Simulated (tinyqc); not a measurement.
Five forms on the same table: equation-of-state fits to an energy-volume table made by a known binding curve. Computed by tinyqc, a small Python program. Command: `OMP_NUM_THREADS=1 python tinyqc.py 3002551 3002552 out.jsonl eosfit walk`. One thread of a shared host (Intel(R) Xeon(R) Processor @ 2.30GHz), about 0.02 s of CPU time with the checks.

With x = (V/V_0)^(1/3), the energy per atom is E = D [exp(-2 eta (x - 1)) - 2 exp(-eta (x - 1))], so that B0 = 2 D eta^2/(9 V_0) and B' = 1 + eta. B' = dB/dP at P = 0.

Inputs (values chosen for the exercise, for a model crystal): cohesive energy D = 4.15 eV/atom; true volume V_0 = 9.75 angstrom^3/atom; stiffness eta = 2.83; half-width of the volume window w = 0.16; shift of the window centre s = -0.021; points N = 9; compression V/V_0 for the pressure test = 0.7.

Binding curve: Morse. Noise: none.

Constants: 1 eV/angstrom^3 = 160.2176634 GPa.

Method:
- B0 and B' from the formulas above; P = -dE/dV at V = c V_0 (c the compression chosen), from the curve itself.
- Table: V_j = V_0 [1 + s + w (2 j/(N - 1) - 1)], j = 0..N-1, rounded to 0.001; E_j from the curve, rounded to 1e-7 eV.
- Murnaghan: E = E0 + (B0 V/B') [(V0/V)^B'/(B' - 1) + 1] - B0 V0/(B' - 1), P = (B0/B') [(V0/V)^B' - 1].
- Birch-Murnaghan: E = E0 + (9 V0 B0/16) [y^3 B' + y^2 (2 - 4 y)], y = (V0/V)^(2/3) - 1; P = (3 B0/2) (x^7 - x^5) [1 + (3/4)(B' - 4)(x^2 - 1)], x = (V0/V)^(1/3).
- Vinet: E = E0 + (9 B0 V0/h^2) {1 + [h (1 - x) - 1] exp(h (1 - x))}, P = 3 B0 (1 - x) x^-2 exp(h (1 - x)), x = (V/V0)^(1/3), h = (3/2)(B' - 1).
- All are least-squares fits to the energies; for polynomials in V, B0 = V E'' and B' = -1 - V E'''/E'' at the minimum.

exact B0 = 121.371 GPa

exact B' = 3.83

exact pressure at c V_0 = 83.6702 GPa

Table:
```
V (angstrom^3)      E (eV)
7.985           -3.9841372
8.375           -4.0565285
8.765           -4.1053388
9.155           -4.1347889
9.545           -4.1483107
9.935           -4.1487101
10.325          -4.1382938
10.715          -4.1189666
11.105          -4.0923085
```

Fitted values:
```
form             V0 (angstrom^3)  B0 (GPa)       B'  P at c V_0 (GPa)
exact                     9.7500    121.37   3.8300            83.670
parabola in V             9.8751    143.33  -1.0000                 -
cubic in V                9.7370    127.97   4.2919                 -
Murnaghan                 9.7536    120.42   3.6580            88.605
Birch-Murnaghan           9.7508    121.15   3.7921            84.727
Vinet                     9.7498    121.42   3.8377            83.456
```

What does the comparison show, and why?

In B0 the Vinet form comes closest (+0.04 %) and the parabola in V form misses most (+18.09 %). A parabola in V has no third derivative, so its B' is -1 by construction. At c V_0, beyond the window, the pressure errors are Murnaghan +5.9 %, Birch-Murnaghan +1.3 %, Vinet -0.3 %; Murnaghan keeps B linear in P and so runs too stiff under compression.

Extremes, crossings and ranges named in words are read from the listed rows.
